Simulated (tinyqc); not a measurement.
# Electron mobility in a silicon inversion layer, empirical terms and Matthiessen rule: what changes with what

Inversion layer of sheet density Ns on a uniformly doped body, under a high-permittivity gate with an interlayer. The mobility terms are empirical power laws with prefactors chosen for the exercise; adding their inverses (Matthiessen) is itself an approximation.

Parameters, values chosen for the exercise; material values close to those of silicon: temperature T = 300 K; band gap Eg = 1.12 eV; relative permittivity of the semiconductor eps_r = 11.5; conduction-band density of states at T Nc = 2.83e19 cm^-3; valence-band density of states at T Nv = 2.7e19 cm^-3; body doping Nb = 9.3e17 cm^-3; reverse body bias Vsb = 0 V; weight of the inversion charge in the effective field eta = 0.5; phonon-limited mobility at 1 MV/cm and 300 K Ap = 427 cm^2/(V s); roughness-limited mobility at 1 MV/cm As = 920 cm^2/(V s); exponent of the roughness term gs = 2; Coulomb prefactor Ac = 2400 cm^2/(V s); charge at the interface Nit = 6.5e10 cm^-2; remote-phonon mobility without interlayer Ar = 150 cm^2/(V s); interlayer thickness ti = 1.3 nm; decay length of remote phonons lr = 0.9 nm; inversion density Ns = 6.1e11 cm^-2.

Constants: q = 1.602176634e-19 C, kB = 1.380649e-23 J/K, Vt = kB T/q, eps0 = 8.8541878128e-14 F/cm where lengths are in cm. Results are converted to the units shown.

Each table varies one quantity; the others keep the values above.

## Effect of the charge at the interface

ni = sqrt(Nc Nv) exp(-Eg/(2 Vt)), Eg in volts; Ndep = sqrt(2 eps0 eps_r Nb (2 Vt ln(Nb/ni) + Vsb)/q); E = q (Ndep + eta Ns)/(eps0 eps_r), in MV/cm. With t = T/(300 K): muC = Ac (Ns/1e12 cm^-2) t/(Nb/1e17 cm^-3 + Nit/1e11 cm^-2), muP = Ap E^(-1/3) t^(-1.75), muS = As E^(-gs), muR = Ar exp(2 ti/lr)/t; 1/mu is the sum of the inverses.

The same in every row: E (MV/cm) = 0.57379; muP (cm^2/(V s)) = 513.86; muS (cm^2/(V s)) = 2794.4; muR (cm^2/(V s)) = 2696.0.

Results:
```
Nit (cm^-2),muC (cm^2/(V s)),mu (cm^2/(V s))
1e10,155.74,109.94
3.2e10,152.18,108.16
1e11,142.14,102.98
1e12,75.855,63.060
3.2e12,35.448,32.378
1e13,13.394,12.931
```

Estimate the missing row, Nit = 3.2e11 cm^-2.

Computed row:
```
Nit (cm^-2),muC (cm^2/(V s)),mu (cm^2/(V s))
3.2e11,117.12,89.181
```

With this row back in the table: As Nit goes from 1e10 to 1e13 cm^-2, E stays at 0.574 MV/cm and mu falls from 110 to 12.9 cm^2/(V s). The Coulomb term is the smallest in the first and the last row.

## Effect of the inversion density

Same model as above.

The same in every row: muR (cm^2/(V s)) = 2696.0.

Result of one run:
```
Ns (cm^-2),E (MV/cm),muC (cm^2/(V s)),muP (cm^2/(V s)),muS (cm^2/(V s)),mu (cm^2/(V s))
6.3e11,0.57536,151.96,513.39,2779.1,108.00
```

What becomes of these results when the inversion density Ns is changed from 6.3e11 to 1.1e13 cm^-2, all else the same?

Result of the changed run:
```
Ns (cm^-2),E (MV/cm),muC (cm^2/(V s)),muP (cm^2/(V s)),muS (cm^2/(V s)),mu (cm^2/(V s))
1.1e13,1.3912,2653.3,382.50,475.33,182.95
```

The whole series:
```
Ns (cm^-2),E (MV/cm),muC (cm^2/(V s)),muP (cm^2/(V s)),muS (cm^2/(V s)),mu (cm^2/(V s))
2e11,0.54153,48.241,523.87,3137.2,42.867
3.6e11,0.55412,86.834,519.87,2996.3,70.699
6.3e11,0.57536,151.96,513.39,2779.1,108.00
1.1e12,0.61234,265.33,502.84,2453.6,153.00
2e12,0.68315,482.41,484.83,1971.3,199.45
3.6e12,0.80902,868.34,458.26,1405.6,226.44
6.3e12,1.0214,1519.6,423.99,881.77,221.16
1.1e13,1.3912,2653.3,382.50,475.33,182.95
2e13,2.0993,4824.1,333.48,208.76,119.52
```

As Ns goes from 2e11 to 2e13 cm^-2, E rises from 0.542 to 2.10 MV/cm and mu goes from 42.9 through a maximum of 226 (at Ns = 3.6e12 cm^-2 among the rows listed) to 120 cm^2/(V s). The smallest term is the Coulomb one in the first row and the roughness one in the last. Screening lifts the Coulomb term as Ns grows while the field presses the carriers to the interface, hence the maximum. At Ns = 2e13 cm^-2 E passes 1.5 MV/cm, beyond the usual range of such laws.

## Effect of the interlayer thickness

Same model as above.

The same in every row: E (MV/cm) = 0.57379; muC (cm^2/(V s)) = 147.14; muP (cm^2/(V s)) = 513.86; muS (cm^2/(V s)) = 2794.4.

Effect of the interlayer thickness:
```
ti (nm),muR (cm^2/(V s)),mu (cm^2/(V s))
0.2,233.94,74.767
0.4,364.86,84.451
0.6,569.05,92.101
0.8,887.50,97.779
1,1384.2,101.80
1.2,2158.8,104.56
1.4,3366.9,106.41
1.6,5251.1,107.63
1.8,8189.7,108.43
```

As ti goes from 0.2 to 1.8 nm, E stays at 0.574 MV/cm and mu rises from 74.8 to 108 cm^2/(V s). The Coulomb term is the smallest in the first and the last row.

Computed by the program tinyqc: `OMP_NUM_THREADS=1 python tinyqc.py 2510143 2510144 out.jsonl`, one thread of a shared Intel Xeon 2.30GHz, about 0.01 s for the whole run.
